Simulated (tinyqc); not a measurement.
Thickness from the minima: X-ray reflectivity of a thin film on silicon: critical angles, Parratt recursion, fringes and roughness. Computed by tinyqc, a small Python program. Command: `OMP_NUM_THREADS=1 python tinyqc.py 3121564 3121565 out.jsonl xrr walk`. One thread of a shared host (Intel(R) Xeon(R) Processor @ 2.30GHz), about 0.01 s of CPU time with the checks.

n = 1 - delta + i beta; the classical electron radius is r_e = 2.8179403e-6 nm. Layer 0 is vacuum, 1 the film, 2 the substrate.

Inputs (values chosen for the exercise, modelled on a porous low-k film on silicon, copper K-alpha radiation):
```
quantity                                        value     unit
wavelength lambda                             0.15406       nm
film density rho                                 1.28   g/cm^3
effective electrons per unit mass, film         0.518    mol/g
beta/delta, film                                 0.01        -
film thickness d                                 28.6       nm
roughness of the surface sigma_1                  1.1       nm
roughness of the interface sigma_2               0.35       nm
substrate density                                2.33   g/cm^3
effective electrons per unit mass, substrate    0.507    mol/g
beta/delta, substrate                           0.023        -
grazing angle theta                              2.49  degrees
```

Constants: N_A = 6.02214076e+23 1/mol.

Method:
- delta = r_e lambda^2 rho_e/(2 pi), rho_e = density x electrons per mass x N_A; critical angle sqrt(2 delta), q_c = 4 sqrt(pi r_e rho_e).
- k_j = (2 pi/lambda) sqrt(sin^2 theta - 2 delta_j + 2 i beta_j); r_ij = (k_i - k_j)/(k_i + k_j) x exp(-2 k_i k_j sigma^2) (Nevot-Croce); r = (r_01 + r_12 p)/(1 + r_01 r_12 p), p = exp(2 i k_1 d); R = |r|^2.
- Far above the critical angle the period is d theta = lambda/(2 d), or 2 pi/d in q; the envelope runs between (|r_01| - |r_12 p|)^2 and (|r_01| + |r_12 p|)^2; contrast = 2 a b/(a^2 + b^2) with a = |r_01|, b = |r_12 p|; roughness factors on the amplitudes are about exp(-q^2 sigma^2/2).
- Minima of R theta^4 are located on 6001 points over 7.5 periods, from 1.15 times the larger critical angle. With refraction, sin^2(theta_m) = 2 delta + m^2 (lambda/(2 d))^2, m integer or half-integer; the first six minima are used, and the first order is the one that minimises the largest residual of the least-squares line plus the distance of its intercept from 2 delta. Without refraction, d = lambda/(2 x mean step of sin theta).

Constants:
```
layer      rho_e (1/nm^3)        delta         beta  critical angle (degrees)  q_c (1/nm)
film              399.292  4.25033e-06  4.25033e-08                  0.167051    0.237819
substrate         711.402  7.57263e-06  1.74170e-07                  0.222977    0.317437
```

period in theta = 0.154318 degrees

Minima:
```
order m  theta (degrees)  sin^2 theta
1.5               0.2869   2.5074e-05
2.5               0.4212   5.4030e-05
3.5               0.5660   9.7591e-05
4.5               0.7147   1.5561e-04
5.5               0.8654   2.2812e-04
6.5               1.0170   3.1504e-04
```

d with refraction = 28.608 nm

d without refraction = 30.227 nm

What follows from these numbers?

Against d = 28.6 nm the errors are +0.03 % with and +5.69 % without refraction. The orders are half-integers, as r_01 and r_12 have the same sign for a film less dense than the substrate.

Extremes, crossings and ranges named in words are read from the listed rows.
